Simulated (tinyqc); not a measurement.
Inputs raised by 2 %, one at a time: electromigration in a confined line: Blech product, Korhonen stress evolution and Black's law. Computed by tinyqc, a small Python program. Command: `OMP_NUM_THREADS=1 python tinyqc.py 3001443 3001444 out.jsonl emigr sens`. One thread of a shared host (Intel(R) Xeon(R) Processor @ 2.30GHz), about 0.01 s of CPU time with the checks.

The electron wind pushes atoms from the cathode (x = 0) to the anode (x = L); blocking ends build a back stress (tension positive). The input rho is taken not to change with temperature. d sigma/dt = d/dx [kappa (d sigma/dx + G)], with zero flux at both ends and sigma = 0 at t = 0.

Inputs (values chosen for the exercise, close to those used for copper lines): resistivity rho = 2.93 micro-ohm cm; atomic volume Omega = 11.8 angstrom^3; effective charge number Z* = 1.4; prefactor D0 = 4.3e-08 m^2/s; activation energy E = 0.912 eV; effective modulus B = 33 GPa; critical stress sigma_c = 170 MPa; current density j = 0.76 MA/cm^2; line length L = 71 um; test temperature T = 290 C; time as a fraction of L^2/kappa, s = 0.094.

Start: stress-free.

Constants: e = 1.602176634e-19 C; k_B = 8.617333262e-05 eV/K; k_B = 1.380649e-23 J/K.

Method:
- G = Z* e rho j/Omega; D = D0 exp(-E/(k_B T)); kappa = D B Omega/(k_B T); drift velocity of an unconfined line v = D Z* e rho j/(k_B T). SI: 1 micro-ohm cm = 1e-8 ohm m, 1 MA/cm^2 = 1e10 A/m^2.
- Temperatures in kelvin are T(C) + 273.15.
- At steady state sigma(x) = G (L/2 - x). A void forms only if the cathode stress reaches sigma_c, that is if j L exceeds (j L)_c = 2 Omega (sigma_c)/(Z* e rho). Time scale tau = L^2/kappa.
- sigma(x, t) = G L [1/2 - x/L - 4 sum_(m odd) cos(m pi x/L) exp(-m^2 pi^2 s)/(m pi)^2], s = t/tau, summed to m = 399.
- The terms at x = 0 are 4 exp(-m^2 pi^2 s)/(m pi)^2; tau = L^2/kappa.

Runs:
```
input moved                        from         to  critical product (j L)_c (A/cm)  tau (h)  cathode stress at time s (MPa)  drift velocity (nm/h)
base run                              -          -                           6104.6    94.36                          102.10                 6.8526
resistivity rho (micro-ohm cm)     2.93     2.9886                           5984.9    94.36                          104.14                 6.9896
effective charge number Z*          1.4      1.428                           5984.9    94.36                          104.14                 6.9896
prefactor D0 (m^2/s)            4.3e-08  4.386e-08                           6104.6    92.51                          102.10                 6.9896
activation energy E (eV)          0.912    0.93024                           6104.6   137.41                          102.10                 4.7056
effective modulus B (GPa)            33      33.66                           6104.6    92.51                          102.10                 6.8526
critical stress sigma_c (MPa)       170      173.4                           6226.7    94.36                          102.10                 6.8526
line length L (um)                   71      72.42                           6104.6    98.17                          104.14                 6.8526
```

Exponents ln(y'/y) / ln(x'/x):
```
input                       critical product (j L)_c    tau  cathode stress at time s  drift velocity
resistivity rho                                   -1   0.00                         1            1.00
effective charge number Z*                        -1   0.00                         1            1.00
prefactor D0                                       0  -1.00                         0            1.00
activation energy E                                0  18.98                         0          -18.98
effective modulus B                                0  -1.00                         0            0.00
critical stress sigma_c                            1   0.00                         0            0.00
line length L                                      0   2.00                         1            0.00
```

Among the inputs moved here: critical product (j L)_c answers most in size to resistivity rho (exponent -1.000), and about equally to effective charge number Z* (-1.000), critical stress sigma_c (+1.000); its exponent is below 0.0005 for prefactor D0, activation energy E, effective modulus B, line length L. Its exponent -1.000 in resistivity rho: the field is rho j. Its exponent -1.000 in effective charge number Z*: a stronger wind needs less current. tau answers most in size to activation energy E (exponent +18.980), next to line length L (+2.000); its exponent is below 0.0005 for resistivity rho, effective charge number Z*, critical stress sigma_c. Its exponent +2.000 in line length L: diffusive scaling. Cathode stress at time s answers most in size to resistivity rho (exponent +1.000), and about equally to effective charge number Z* (+1.000), line length L (+1.000); its exponent is below 0.0005 for prefactor D0, activation energy E, effective modulus B, critical stress sigma_c. Drift velocity answers most in size to activation energy E (exponent -18.980), next to resistivity rho (+1.000); its exponent is below 0.0005 for effective modulus B, critical stress sigma_c, line length L.
